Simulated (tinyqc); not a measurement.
Exchange-split free-electron bands and tunnelling magnetoresistance, step by step. Values are carried at full precision from step to step, so a last printed digit may differ when a step is redone from the rounded ones.

Majority and minority bands E = c k^2/m -/+ Dx/2, c = hbar^2/2m0, so k_up = sqrt(m (EF + Dx/2)/c), k_dn = sqrt(m (EF - Dx/2)/c); n_s = k_s^3/(6 pi^2), D_s = m k_s/(4 pi^2 c).

Constants: hbar^2/2m0 = 3.80998211 eV angstrom^2.

Inputs chosen for the exercise: EF = 3.06 eV (Fermi energy above the mean band bottom); Dx = 4.8 eV (exchange splitting); m = 1.09 m0 (mass in the electrodes); mb = 0.91 m0 (mass in the barrier); phi = 1.75 eV (barrier height above EF); d = 9.5 angstrom (barrier thickness).

## The two Fermi spheres

Give k_s, n_s, D_s, the moment per electron (n_up - n_dn)/n and three polarisations: of D, of D v and of D v^2 (v proportional to k).

k_up, k_dn (1/angstrom): 1.2498  0.4345

n_up, n_dn (1/angstrom^3): 0.03297  0.00139

D_up, D_dn (1/(eV angstrom^3)): 0.00906  0.00315

moment per electron = 0.9193 muB

polarisations: D 0.4840, D v 0.7843, D v^2 0.9193

The three numbers differ although they describe one band structure: each probe (density of states, ballistic current, diffusive current) weights the velocity differently.

## Transmissions

Barrier: kappa = sqrt(mb phi/c), c = hbar^2/2m0. With a = k1/m, b = k2/m, w = kappa/mb, the transmission at normal incidence is T(k1, k2) = 4 a b w^2/[w^2 (a + b)^2 + (w^2 + a^2)(w^2 + b^2) sinh^2(kappa d)]. Parallel: G_P = T(up, up) + T(dn, dn); antiparallel: G_AP = 2 T(up, dn); TMR = (G_P - G_AP)/G_AP. Julliere: TMR = 2 P^2/(1 - P^2). Slonczewski factor: P_eff = P_k (w^2 - a_up a_dn)/(w^2 + a_up a_dn), P_k = (k_up - k_dn)/(k_up + k_dn).

Evaluate kappa and the three T.

kappa = 0.6465 1/angstrom
kappa d = 6.142

T: up-up 1.484e-05, dn-dn 1.348e-05, up-dn 1.414e-05

The majority channel transmits more, by a factor 1.1; the common factor exp(-2 kappa d) is 4.63e-06.

## Magnetoresistance

From the T, and from the Julliere formula with P_k and with P_eff.

TMR from T = 0.12 %
P_k = 0.4840
P_eff = 0.0240
Julliere with P_k = 61.20 %
Julliere with P_eff = 0.12 %

The interface factor is +0.050. The plain Julliere value lies 61.1 points above the result and the one with P_eff 0.00 points from it. Symmetry filtering in crystalline barriers, which gives far larger values, is outside this model.

## Checks

- TMR of a thick barrier against the Julliere formula with P_eff: both 0.001150.

Program tinyqc; command `OMP_NUM_THREADS=1 python tinyqc.py 1681570 1681571 out.jsonl`; about 0.01 s on one thread of a shared Intel(R) Xeon(R) Processor @ 2.30GHz.
